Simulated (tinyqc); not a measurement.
Inside a calculation (part 2 of 3). Method: ROHF in the sto-3g basis, for BeH, spin multiplicity 2. Computed by tinyqc, a small Python program that keeps every step (integrals from PySCF). Command: `OMP_NUM_THREADS=1 python tinyqc.py 21963 21964 out.jsonl` (the two numbers bound the seeds that draw the settings). One thread of a shared host (Intel(R) Xeon(R) Processor @ 2.60GHz), about 0.09 s of CPU time with the checks.

Geometry (angstrom):
```
atom         x         y         z
Be    0.000000  0.000000  0.000000
H     0.000000  0.000000  2.561000
```

## Iteration 3: building the Fock matrix

D(alpha) after iteration 2:
```
            1Be 1s     1Be 2s   1Be 2px   1Be 2py    1Be 2pz      2H 1s
1Be 1s    1.068681  -0.264825  0.000000  0.000000   0.040415  -0.026629
1Be 2s   -0.264825   1.021340  0.000000  0.000000  -0.155704   0.090517
1Be 2px   0.000000   0.000000  0.000000  0.000000   0.000000   0.000000
1Be 2py   0.000000   0.000000  0.000000  0.000000   0.000000   0.000000
1Be 2pz   0.040415  -0.155704  0.000000  0.000000   0.555857   0.403966
2H 1s    -0.026629   0.090517  0.000000  0.000000   0.403966   0.336018
```

D(beta) after iteration 2:
```
            1Be 1s     1Be 2s   1Be 2px   1Be 2py    1Be 2pz      2H 1s
1Be 1s    1.022961  -0.106708  0.000000  0.000000  -0.089949  -0.096023
1Be 2s   -0.106708   0.474502  0.000000  0.000000   0.295148   0.330513
1Be 2px   0.000000   0.000000  0.000000  0.000000   0.000000   0.000000
1Be 2py   0.000000   0.000000  0.000000  0.000000   0.000000   0.000000
1Be 2pz  -0.089949   0.295148  0.000000  0.000000   0.184143   0.206096
2H 1s    -0.096023   0.330513  0.000000  0.000000   0.206096   0.230689
```

core Hamiltonian H = T + V (hartree):
```
            1Be 1s     1Be 2s    1Be 2px    1Be 2py    1Be 2pz      2H 1s
1Be 1s   -8.073746  -1.985882   0.000000   0.000000  -0.004928  -0.029506
1Be 2s   -1.985882  -2.308554   0.000000   0.000000  -0.053081  -0.215533
1Be 2px   0.000000   0.000000  -1.830768   0.000000   0.000000   0.000000
1Be 2py   0.000000   0.000000   0.000000  -1.830768   0.000000   0.000000
1Be 2pz  -0.004928  -0.053081   0.000000   0.000000  -1.859850  -0.298099
2H 1s    -0.029506  -0.215533   0.000000   0.000000  -0.298099  -1.293087
```

Two-electron integrals (ij|kl) in chemists' order, unique and non-zero (hartree):
```
(11|11) 2.298831   (21|11) 0.392036   (21|21) 0.079539   (22|11) 0.570988
(22|21) 0.143041   (22|22) 0.417683   (31|31) 0.014607   (32|31) 0.021888
(32|32) 0.092265   (33|11) 0.569578   (33|21) 0.143083   (33|22) 0.417589
(33|33) 0.449859   (41|41) 0.014607   (42|41) 0.021888   (42|42) 0.092265
(43|43) 0.024249   (44|11) 0.569578   (44|21) 0.143083   (44|22) 0.417589
(44|33) 0.401360   (44|44) 0.449859   (51|51) 0.014607   (52|51) 0.021888
(52|52) 0.092265   (53|53) 0.024249   (54|54) 0.024249   (55|11) 0.569578
(55|21) 0.143083   (55|22) 0.417589   (55|33) 0.401360   (55|44) 0.401360
(55|55) 0.449859   (61|11) 0.005417   (61|21) 0.001111   (61|22) 0.002058
(61|33) 0.002039   (61|44) 0.002039   (61|51) 0.000129   (61|52) 0.000247
(61|55) 0.002096   (61|61) 0.000017   (62|11) 0.035631   (62|21) 0.009176
(62|22) 0.032444   (62|33) 0.031050   (62|44) 0.031050   (62|51) 0.001110
(62|52) 0.008785   (62|55) 0.035190   (62|61) 0.000148   (62|62) 0.005839
(63|31) 0.000470   (63|32) 0.002827   (63|53) 0.001201   (63|63) 0.000300
(64|41) 0.000470   (64|42) 0.002827   (64|54) 0.001201   (64|64) 0.000300
(65|11) 0.049049   (65|21) 0.012688   (65|22) 0.045905   (65|33) 0.043571
(65|44) 0.043571   (65|51) 0.001694   (65|52) 0.013436   (65|55) 0.050513
(65|61) 0.000208   (65|62) 0.008926   (65|65) 0.013727   (66|11) 0.206625
(66|21) 0.053621   (66|22) 0.205824   (66|33) 0.196546   (66|44) 0.196546
(66|51) 0.004925   (66|52) 0.052133   (66|55) 0.224114   (66|61) 0.000849
(66|62) 0.054697   (66|65) 0.086822   (66|66) 0.774606
```

nuclear repulsion = 0.82651653 hartree

J_ij = sum D_kl (ij|kl) with D = D(alpha) + D(beta), K_ij = sum D_kl (ik|jl) for each spin; F = H + J - K(s); E = tr D H + tr D J / 2 - 0.5 sum_s tr D(s) K(s) + E_nn.

Coulomb J (hartree):
```
           1Be 1s    1Be 2s   1Be 2px   1Be 2py   1Be 2pz     2H 1s
1Be 1s   5.998235  1.134068  0.000000  0.000000  0.010418  0.016045
1Be 2s   1.134068  2.221284  0.000000  0.000000  0.076837  0.191389
1Be 2px  0.000000  0.000000  2.196880  0.000000  0.000000  0.000000
1Be 2py  0.000000  0.000000  0.000000  2.196880  0.000000  0.000000
1Be 2pz  0.010418  0.076837  0.000000  0.000000  2.260335  0.276206
2H 1s    0.016045  0.191389  0.000000  0.000000  0.276206  1.470874
```

exchange K(alpha) (hartree):
```
            1Be 1s     1Be 2s   1Be 2px   1Be 2py    1Be 2pz     2H 1s
1Be 1s    2.338452   0.405583  0.000000  0.000000  -0.000615  0.007934
1Be 2s    0.405583   0.501566  0.000000  0.000000  -0.045494  0.091596
1Be 2px   0.000000   0.000000  0.113288  0.000000   0.000000  0.000000
1Be 2py   0.000000   0.000000  0.000000  0.113288   0.000000  0.000000
1Be 2pz  -0.000615  -0.045494  0.000000  0.000000   0.396074  0.160054
2H 1s     0.007934   0.091596  0.000000  0.000000   0.160054  0.351055
```

exchange K(beta) (hartree):
```
            1Be 1s    1Be 2s   1Be 2px   1Be 2py    1Be 2pz     2H 1s
1Be 1s    2.308131  0.404024  0.000000  0.000000  -0.003474  0.005118
1Be 2s    0.404024  0.290671  0.000000  0.000000   0.164475  0.122781
1Be 2px   0.000000  0.000000  0.060859  0.000000   0.000000  0.000000
1Be 2py   0.000000  0.000000  0.000000  0.060859   0.000000  0.000000
1Be 2pz  -0.003474  0.164475  0.000000  0.000000   0.169433  0.116203
2H 1s     0.005118  0.122781  0.000000  0.000000   0.116203  0.260988
```

F(alpha) (hartree):
```
            1Be 1s     1Be 2s   1Be 2px   1Be 2py    1Be 2pz      2H 1s
1Be 1s   -4.413964  -1.257397  0.000000  0.000000   0.006105  -0.021395
1Be 2s   -1.257397  -0.588836  0.000000  0.000000   0.069250  -0.115740
1Be 2px   0.000000   0.000000  0.252825  0.000000   0.000000   0.000000
1Be 2py   0.000000   0.000000  0.000000  0.252825   0.000000   0.000000
1Be 2pz   0.006105   0.069250  0.000000  0.000000   0.004410  -0.181947
2H 1s    -0.021395  -0.115740  0.000000  0.000000  -0.181947  -0.173267
```

F(beta) (hartree):
```
            1Be 1s     1Be 2s   1Be 2px   1Be 2py    1Be 2pz      2H 1s
1Be 1s   -4.383642  -1.255839  0.000000  0.000000   0.008964  -0.018579
1Be 2s   -1.255839  -0.377941  0.000000  0.000000  -0.140718  -0.146925
1Be 2px   0.000000   0.000000  0.305254  0.000000   0.000000   0.000000
1Be 2py   0.000000   0.000000  0.000000  0.305254   0.000000   0.000000
1Be 2pz   0.008964  -0.140718  0.000000  0.000000   0.231051  -0.138096
2H 1s    -0.018579  -0.146925  0.000000  0.000000  -0.138096  -0.083201
```

total energy of this density = -14.68846689 hartree

## Iteration 3: Roothaan effective Fock matrix

overlap S:
```
           1Be 1s    1Be 2s   1Be 2px   1Be 2py   1Be 2pz     2H 1s
1Be 1s   1.000000  0.259517  0.000000  0.000000  0.000000  0.003772
1Be 2s   0.259517  1.000000  0.000000  0.000000  0.000000  0.113158
1Be 2px  0.000000  0.000000  1.000000  0.000000  0.000000  0.000000
1Be 2py  0.000000  0.000000  0.000000  1.000000  0.000000  0.000000
1Be 2pz  0.000000  0.000000  0.000000  0.000000  1.000000  0.167432
2H 1s    0.003772  0.113158  0.000000  0.000000  0.167432  1.000000
```

With projectors Pc = D(beta) S, Po = (D(alpha) - D(beta)) S, Pv = 1 - D(alpha) S, the block xy is Px^T F Py; with Fc = (F(alpha) + F(beta))/2, the blocks are Fc for cc, oo, vv and cv, F(beta) for co and F(alpha) for ov.

effective F (hartree):
```
            1Be 1s     1Be 2s   1Be 2px   1Be 2py    1Be 2pz      2H 1s
1Be 1s   -4.398843  -1.256452  0.000000  0.000000   0.006331  -0.019966
1Be 2s   -1.256452  -0.461599  0.000000  0.000000  -0.029188  -0.145954
1Be 2px   0.000000   0.000000  0.279039  0.000000   0.000000   0.000000
1Be 2py   0.000000   0.000000  0.000000  0.279039   0.000000   0.000000
1Be 2pz   0.006331  -0.029188  0.000000  0.000000   0.081368  -0.160370
2H 1s    -0.019966  -0.145954  0.000000  0.000000  -0.160370  -0.118850
```

## Iteration 3: DIIS over 3 matrices

error matrix X^T (FDS - SDF) X:
```
           1          2         3         4          5          6
1   0.000000  -0.005069  0.000000  0.000000   0.029379  -0.029501
2   0.005069   0.000000  0.000000  0.000000  -0.041336   0.108367
3   0.000000   0.000000  0.000000  0.000000   0.000000   0.000000
4   0.000000   0.000000  0.000000  0.000000   0.000000   0.000000
5  -0.029379   0.041336  0.000000  0.000000   0.000000   0.176488
6   0.029501  -0.108367  0.000000  0.000000  -0.176488   0.000000
```

B (overlaps of the stored error matrices):
```
                1               2               3
1   3.6287331e-01  -8.2016764e-02   1.6665805e-01
2  -8.2016764e-02   5.6377508e-02  -4.7473488e-02
3   1.6665805e-01  -4.7473488e-02   9.2718592e-02
```

Minimise |sum c_i e_i|^2 with sum c_i = 1: solve [B -1; -1 0][c; lambda] = [0; -1] with B_ij = tr e_i^T e_j, and take F = sum c_i F_i.

DIIS coefficients: -0.156927  0.504699  0.652228

extrapolated F (hartree):
```
            1Be 1s     1Be 2s    1Be 2px    1Be 2py    1Be 2pz      2H 1s
1Be 1s   -4.607880  -1.306823   0.000000   0.000000   0.016793  -0.021168
1Be 2s   -1.306823  -0.523821   0.000000   0.000000  -0.005204  -0.114622
1Be 2px   0.000000   0.000000   0.173744  -0.009899   0.000000   0.000000
1Be 2py   0.000000   0.000000  -0.009899   0.190262   0.000000   0.000000
1Be 2pz   0.016793  -0.005204   0.000000   0.000000   0.033956  -0.127202
2H 1s    -0.021168  -0.114622   0.000000   0.000000  -0.127202   0.007598
```

## Iteration 3: diagonalisation and new density

X:
```
            1Be 1s     1Be 2s   1Be 2px   1Be 2py    1Be 2pz      2H 1s
1Be 1s    1.026770  -0.136536  0.000000  0.000000  -0.001421   0.009927
1Be 2s   -0.136536   1.031974  0.000000  0.000000   0.007654  -0.060294
1Be 2px   0.000000   0.000000  1.000000  0.000000   0.000000   0.000000
1Be 2py   0.000000   0.000000  0.000000  1.000000   0.000000   0.000000
1Be 2pz  -0.001421   0.007654  0.000000  0.000000   1.010841  -0.085954
2H 1s     0.009927  -0.060294  0.000000  0.000000  -0.085954   1.015982
```

Diagonalise F' = X^T F X, C = X C', fill 3 alpha and 2 beta electrons from the bottom; D(s) = C_occ C_occ^T. Each column has its largest component positive (the first on a tie).

F' = X^T F X (hartree):
```
           1          2          3          4          5          6
1  -4.501408  -0.689938   0.000000   0.000000   0.014063   0.024110
2  -0.689938  -0.261542   0.000000   0.000000   0.008613  -0.104426
3   0.000000   0.000000   0.173744  -0.009899   0.000000   0.000000
4   0.000000   0.000000  -0.009899   0.190262   0.000000   0.000000
5   0.014063   0.008613   0.000000   0.000000   0.056862  -0.136039
6   0.024110  -0.104426   0.000000   0.000000  -0.136039   0.043049
```

orbital energies (hartree): MO1 -4.610917, MO2 -0.210555, MO3 -0.045849, MO4 0.169111, MO5 0.194895, MO6 0.204282

coefficients C:
```
               MO1        MO2        MO3       MO4        MO5        MO6
1Be 1s    0.992690  -0.245284   0.148280  0.000000   0.000000   0.073581
1Be 2s    0.026872   0.857190  -0.521659  0.000000   0.000000  -0.282279
1Be 2px   0.000000   0.000000   0.000000  0.905721  -0.423874   0.000000
1Be 2py   0.000000   0.000000   0.000000  0.423874   0.905721   0.000000
1Be 2pz  -0.003409   0.190891   0.671534  0.000000   0.000000  -0.736097
2H 1s    -0.001081   0.414316   0.491916  0.000000   0.000000   0.793537
```

D(alpha) after iteration 3:
```
            1Be 1s     1Be 2s   1Be 2px   1Be 2py    1Be 2pz      2H 1s
1Be 1s    1.067584  -0.260931  0.000000  0.000000   0.049369  -0.029757
1Be 2s   -0.260931   1.007626  0.000000  0.000000  -0.186773   0.098506
1Be 2px   0.000000   0.000000  0.000000  0.000000   0.000000   0.000000
1Be 2py   0.000000   0.000000  0.000000  0.000000   0.000000   0.000000
1Be 2pz   0.049369  -0.186773  0.000000  0.000000   0.487409   0.409432
2H 1s    -0.029757   0.098506  0.000000  0.000000   0.409432   0.413640
```

D(beta) after iteration 3:
```
            1Be 1s     1Be 2s   1Be 2px   1Be 2py    1Be 2pz      2H 1s
1Be 1s    1.045597  -0.183580  0.000000  0.000000  -0.050206  -0.102698
1Be 2s   -0.183580   0.735498  0.000000  0.000000   0.163539   0.355118
1Be 2px   0.000000   0.000000  0.000000  0.000000   0.000000   0.000000
1Be 2py   0.000000   0.000000  0.000000  0.000000   0.000000   0.000000
1Be 2pz  -0.050206   0.163539  0.000000  0.000000   0.036451   0.079093
2H 1s    -0.102698   0.355118  0.000000  0.000000   0.079093   0.171659
```

## Iteration 4: building the Fock matrix

As before.

Coulomb J (hartree):
```
           1Be 1s    1Be 2s   1Be 2px   1Be 2py   1Be 2pz     2H 1s
1Be 1s   6.002752  1.133837  0.000000  0.000000  0.004469  0.015962
1Be 2s   1.133837  2.220476  0.000000  0.000000  0.047221  0.187709
1Be 2px  0.000000  0.000000  2.199825  0.000000  0.000000  0.000000
1Be 2py  0.000000  0.000000  0.000000  2.199825  0.000000  0.000000
1Be 2pz  0.004469  0.047221  0.000000  0.000000  2.251890  0.270493
2H 1s    0.015962  0.187709  0.000000  0.000000  0.270493  1.450320
```

exchange K(alpha) (hartree):
```
            1Be 1s     1Be 2s   1Be 2px   1Be 2py    1Be 2pz     2H 1s
1Be 1s    2.336880   0.404220  0.000000  0.000000  -0.000523  0.007718
1Be 2s    0.404220   0.491560  0.000000  0.000000  -0.058505  0.094793
1Be 2px   0.000000   0.000000  0.110595  0.000000   0.000000  0.000000
1Be 2py   0.000000   0.000000  0.000000  0.110595   0.000000  0.000000
1Be 2pz  -0.000523  -0.058505  0.000000  0.000000   0.365993  0.163516
2H 1s     0.007718   0.094793  0.000000  0.000000   0.163516  0.411430
```

exchange K(beta) (hartree):
```
            1Be 1s    1Be 2s   1Be 2px   1Be 2py    1Be 2pz     2H 1s
1Be 1s    2.318444  0.396842  0.000000  0.000000  -0.002472  0.003941
1Be 2s    0.396842  0.364765  0.000000  0.000000   0.098481  0.115608
1Be 2px   0.000000  0.000000  0.078133  0.000000   0.000000  0.000000
1Be 2py   0.000000  0.000000  0.000000  0.078133   0.000000  0.000000
1Be 2pz  -0.002472  0.098481  0.000000  0.000000   0.111036  0.070821
2H 1s     0.003941  0.115608  0.000000  0.000000   0.070821  0.193032
```

F(alpha) (hartree):
```
            1Be 1s     1Be 2s   1Be 2px   1Be 2py    1Be 2pz      2H 1s
1Be 1s   -4.407875  -1.256264  0.000000  0.000000   0.000064  -0.021262
1Be 2s   -1.256264  -0.579638  0.000000  0.000000   0.052645  -0.122617
1Be 2px   0.000000   0.000000  0.258461  0.000000   0.000000   0.000000
1Be 2py   0.000000   0.000000  0.000000  0.258461   0.000000   0.000000
1Be 2pz   0.000064   0.052645  0.000000  0.000000   0.026047  -0.191121
2H 1s    -0.021262  -0.122617  0.000000  0.000000  -0.191121  -0.254197
```

F(beta) (hartree):
```
            1Be 1s     1Be 2s   1Be 2px   1Be 2py    1Be 2pz      2H 1s
1Be 1s   -4.389439  -1.248886  0.000000  0.000000   0.002013  -0.017485
1Be 2s   -1.248886  -0.452843  0.000000  0.000000  -0.104340  -0.143432
1Be 2px   0.000000   0.000000  0.290923  0.000000   0.000000   0.000000
1Be 2py   0.000000   0.000000  0.000000  0.290923   0.000000   0.000000
1Be 2pz   0.002013  -0.104340  0.000000  0.000000   0.281004  -0.098427
2H 1s    -0.017485  -0.143432  0.000000  0.000000  -0.098427  -0.035799
```

total energy of this density = -14.70422289 hartree

## Iteration 4: Roothaan effective Fock matrix

As before.

effective F (hartree):
```
            1Be 1s     1Be 2s   1Be 2px   1Be 2py    1Be 2pz      2H 1s
1Be 1s   -4.398708  -1.252022  0.000000  0.000000  -0.000420  -0.020291
1Be 2s   -1.252022  -0.505509  0.000000  0.000000  -0.030764  -0.140613
1Be 2px   0.000000   0.000000  0.274692  0.000000   0.000000   0.000000
1Be 2py   0.000000   0.000000  0.000000  0.274692   0.000000   0.000000
1Be 2pz  -0.000420  -0.030764  0.000000  0.000000   0.137497  -0.149278
2H 1s    -0.020291  -0.140613  0.000000  0.000000  -0.149278  -0.143116
```

## Iteration 4: DIIS over 4 matrices

error matrix X^T (FDS - SDF) X:
```
           1          2         3         4          5          6
1   0.000000   0.001282  0.000000  0.000000   0.021950  -0.028391
2  -0.001282   0.000000  0.000000  0.000000   0.018820   0.090917
3   0.000000   0.000000  0.000000  0.000000   0.000000   0.000000
4   0.000000   0.000000  0.000000  0.000000   0.000000   0.000000
5  -0.021950  -0.018820  0.000000  0.000000   0.000000   0.137090
6   0.028391  -0.090917  0.000000  0.000000  -0.137090   0.000000
```

B (overlaps of the stored error matrices):
```
                1               2               3               4
1   3.6287331e-01  -8.2016764e-02   1.6665805e-01   1.2001935e-01
2  -8.2016764e-02   5.6377508e-02  -4.7473488e-02  -4.6930128e-02
3   1.6665805e-01  -4.7473488e-02   9.2718592e-02   6.9490321e-02
4   1.2001935e-01  -4.6930128e-02   6.9490321e-02   5.7406649e-02
```

As before.

DIIS coefficients: 0.041611  0.481448  -0.667793  1.144735

extrapolated F (hartree):
```
            1Be 1s     1Be 2s   1Be 2px   1Be 2py    1Be 2pz      2H 1s
1Be 1s   -4.561130  -1.296424  0.000000  0.000000   0.009928  -0.021643
1Be 2s   -1.296424  -0.522213  0.000000  0.000000  -0.015861  -0.098243
1Be 2px   0.000000   0.000000  0.192325  0.002625   0.000000   0.000000
1Be 2py   0.000000   0.000000  0.002625  0.187945   0.000000   0.000000
1Be 2pz   0.009928  -0.015861  0.000000  0.000000   0.104349  -0.114098
2H 1s    -0.021643  -0.098243  0.000000  0.000000  -0.114098  -0.038358
```

## Iteration 4: diagonalisation and new density

As before.

F' = X^T F X (hartree):
```
           1          2         3         4          5          6
1  -4.455050  -0.685172  0.000000  0.000000   0.008729   0.021159
2  -0.685172  -0.264264  0.000000  0.000000  -0.003529  -0.083291
3   0.000000   0.000000  0.192325  0.002625   0.000000   0.000000
4   0.000000   0.000000  0.002625  0.187945   0.000000   0.000000
5   0.008729  -0.003529  0.000000  0.000000   0.126005  -0.123787
6   0.021159  -0.083291  0.000000  0.000000  -0.123787  -0.008273
```

orbital energies (hartree): MO1 -4.564256, MO2 -0.205667, MO3 -0.035973, MO4 0.186717, MO5 0.193553, MO6 0.204313

coefficients C:
```
               MO1        MO2        MO3        MO4       MO5        MO6
1Be 1s    0.992485  -0.245852   0.160947   0.000000  0.000000  -0.040305
1Be 2s    0.027610   0.855507  -0.573844   0.000000  0.000000   0.159233
1Be 2px   0.000000   0.000000   0.000000  -0.423874  0.905721   0.000000
1Be 2py   0.000000   0.000000   0.000000   0.905721  0.423874   0.000000
1Be 2pz  -0.001833   0.162103   0.452832   0.000000  0.000000   0.893258
2H 1s    -0.001317   0.429870   0.686944   0.000000  0.000000  -0.621819
```

D(alpha) after iteration 4:
```
            1Be 1s     1Be 2s   1Be 2px   1Be 2py    1Be 2pz      2H 1s
1Be 1s    1.071374  -0.275284  0.000000  0.000000   0.031209   0.003570
1Be 2s   -0.275284   1.061952  0.000000  0.000000  -0.121225  -0.026479
1Be 2px   0.000000   0.000000  0.000000  0.000000   0.000000   0.000000
1Be 2py   0.000000   0.000000  0.000000  0.000000   0.000000   0.000000
1Be 2pz   0.031209  -0.121225  0.000000  0.000000   0.231338   0.380756
2H 1s     0.003570  -0.026479  0.000000  0.000000   0.380756   0.656682
```

D(beta) after iteration 4:
```
            1Be 1s     1Be 2s   1Be 2px   1Be 2py    1Be 2pz      2H 1s
1Be 1s    1.045470  -0.182925  0.000000  0.000000  -0.041673  -0.106991
1Be 2s   -0.182925   0.732655  0.000000  0.000000   0.138630   0.367720
1Be 2px   0.000000   0.000000  0.000000  0.000000   0.000000   0.000000
1Be 2py   0.000000   0.000000  0.000000  0.000000   0.000000   0.000000
1Be 2pz  -0.041673   0.138630  0.000000  0.000000   0.026281   0.069686
2H 1s    -0.106991   0.367720  0.000000  0.000000   0.069686   0.184790
```
